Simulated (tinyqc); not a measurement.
Worked calculation: k.p theory built from an empirical-pseudopotential calculation at Gamma. Values are carried at full precision from step to step, so a last printed digit may differ when a step is redone from the rounded ones.

Empirical pseudopotential on the fcc lattice, atoms at +/- tau, tau = a (1,1,1)/8, no spin-orbit coupling. H(G,G') = c (2 pi/a)^2 |k + G|^2 delta + VS(q) cos(q.tau) + i VA(q) sin(q.tau), q = G - G', c = hbar^2/2m0; k and G in units of 2 pi/a; VS at |q|^2 = 3, 8, 11 and VA at 3, 4, 11, in rydberg, zero elsewhere. The basis is fixed: all 89 G with |G|^2 up to Gcut. Energies are counted from the fourth level at Gamma.

Constants: hbar^2/2m0 = 3.80998211 eV angstrom^2; Ry = 13.60569312 eV.

Parameters, chosen for this exercise (near those of Ge; not measured data):
```
symbol  value                   unit        meaning
a       5.67                    angstrom    lattice constant
VS      (-0.236, 0.011, 0.061)  Ry          symmetric form factors
VA      (0, 0, 0)               Ry          antisymmetric form factors
Gcut    19                      (2 pi/a)^2  largest |G|^2 of the fixed basis
```

## Levels at Gamma

Diagonalise H at k = 0 and group equal levels.

Multiplets at Gamma:
```
multiplet  degeneracy    E (eV)
1                   1  -11.9061
2                   3    0.0000
3                   1    1.2908
4                   3    3.5861
5                   1    6.9144
6                   2    8.1846
7                   3   12.2567
8                   1   13.7433
9                   3   26.0816
```

The lowest empty multiplet is a singlet at 1.291 eV; the lowest empty singlet (s-like) is multiplet 3.

## Mass of the s-like conduction level (multiplet 3)

For a multiplet A of d_A states, W(B) = (4 c/(3 d_A)) sum over n in A, m in B and i = x, y, z of |<n|G_i|m>|^2 (G in 1/angstrom, <n|G_i|m> = sum_G c_n(G)* G_i c_m(G)); the mean inverse mass of A is 1 + sum_B W(B)/(E_A - E_B). Multiplets with W = 0 are left out.

List the couplings (the first eight at most); W to the valence triplet is the Kane energy Ep.

Couplings:
```
multiplet B  degeneracy  E_B (eV)   W (eV)  W/(E_A - E_B)
2                     3    0.0000  19.9720        15.4725
7                     3   12.2567   0.2365        -0.0216
10                    3   26.7694   0.4701        -0.0184
16                    3   41.6095   0.0156        -0.0004
23                    3   43.6394   0.0066        -0.0002
25                    3   48.7788   0.0103        -0.0002
34                    3   79.7258   0.0070        -0.0001
38                    3   80.4033   0.0123        -0.0002
```

sum over the higher multiplets = 0
1/m = 16.4315

Ep = 19.97 eV. The valence triplet gives 15.47, all other levels together -0.04; m = 0.0609, against 0.0607 for two levels alone.

## Valence parameters

Fold all other levels onto the valence triplet: D(u) = c + 4 c^2 sum_m <n|u.G|m><m|u.G|n'>/(0 - E_m), in units of c. Along [100] its eigenvalues are L (once) and M (twice); along [111] (L + 2M + 2N)/3 (once) and (L + 2M - N)/3 (twice). Then g1 = -(L + 2M)/3, g2 = -(L - M)/6, g3 = -N/6.

eigenvalues along [100]: -16.282  -2.856  -2.856

eigenvalues along [111]: -19.564  -1.215  -1.215

L, M, N: -16.282  -2.856  -18.349

g1, g2, g3: 7.332  2.238  3.058

With spin-orbit coupling added at fixed g1, g2, g3 and large against the hole energy these give heavy and light masses along [100] of 0.350 and 0.085. The s-like level alone adds Ep/(3E) = 5.16 to g1. Local form factors fix Ep and the gap only roughly, so these values can lie far from measured ones.

## Checks

- 1/m of the s-like level from the sum against the curvature of the band: both 16.43.
- L and M against the curvatures along [100]: largest relative difference 2.4e-06.

Run: tinyqc, `OMP_NUM_THREADS=1 python tinyqc.py 1080175 1080176 out.jsonl`; Intel(R) Xeon(R) Processor @ 2.30GHz, one thread, shared host; about 0.4 s of CPU time with all checks.
